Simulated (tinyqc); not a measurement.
Off-state leakage of single and stacked transistors: leakage components against the supply voltage.

n-channel devices of unit width. Subthreshold current I(Vg, Vs, Vd) = I0 (T/300 K)^0.5 exp[(Vg - Vs - VT(T) - gb (Vs - Vb) + dd (Vd - Vs))/(nf Vt)] (1 - exp(-(Vd - Vs)/Vt)), VT(T) = VT - cT (T - 300 K). Gate-edge tunnelling Ig (Vd/1 V) exp(ag (Vd - 1 V)), for a gate at 0 V, and band-to-band leakage Ab u exp(-Bb/u), u = Vd - Vb + 1 V, flow at a drain held at V; both are taken as independent of T. In a stack of off transistors (all gates at 0 V) the same subthreshold current passes through each.

One transistor with Vg = Vs = 0, Vd = V; stack factor I(one)/I(two in series).

Parameters, values chosen for the exercise; values of the order met in bulk silicon logic transistors: temperature T = 330 K; threshold at 300 K, zero drain and body bias VT = 0.3 V; fall of the threshold with temperature cT = 0.9 mV/K; current at threshold at 300 K I0 = 0.16 uA/um; slope factor nf = 1.23; drain-induced lowering per volt dd = 0.05; rise of the threshold per volt of source-body bias gb = 0.24; gate-edge tunnelling current at 1 V Ig = 6e-6 uA/um; exponential slope of the gate current ag = 3.1 1/V; prefactor of band-to-band leakage at the drain Ab = 3 uA/(um V); its exponential voltage Bb = 21 V; body voltage Vb = 0 V.

Constants: q = 1.602176634e-19 C, kB = 1.380649e-23 J/K, Vt = kB T/q. Results are converted to the units shown.

Leakage components against the supply voltage:
```
V (V)  subthreshold (nA/um)  gate edge (nA/um)  band-to-band (nA/um)  total (nA/um)  stack factor  largest part
0.5                 0.13982          6.3674e-4             0.0037419        0.14420        3.0108  subthreshold
0.6                 0.16131          0.0010418             0.0095747        0.17192        3.3081  subthreshold
0.7                 0.18610          0.0016571              0.022017        0.20977        3.6490  subthreshold
0.8                 0.21469          0.0025821              0.046305        0.26358        4.0398  subthreshold
0.9                 0.24768          0.0039606              0.090319        0.34196        4.4879  subthreshold
1                   0.28575          0.0060000               0.16522        0.45696        5.0016  subthreshold
1.1                 0.32966          0.0089986               0.28602        0.62467        5.5907  subthreshold
1.2                 0.38031           0.013384               0.47207        0.86577        6.2662  band-to-band
1.3                 0.43876           0.019769               0.74740         1.2059        7.0408  band-to-band
1.4                 0.50618           0.029027                1.1409         1.6761        7.9290  band-to-band
```

As V goes from 0.5 to 1.4, the total leakage rises from 0.144 to 1.68 nA/um. The subthreshold part leads at V = 0.5, the band-to-band part from 1.2 on. The reduction by a stack of two rises from 3.01 to 7.93, for the subthreshold part alone.

Numbers from tinyqc (`OMP_NUM_THREADS=1 python tinyqc.py 2242180 2242181 out.jsonl`; about 0.03 s on one thread of a shared Intel Xeon 2.30GHz).
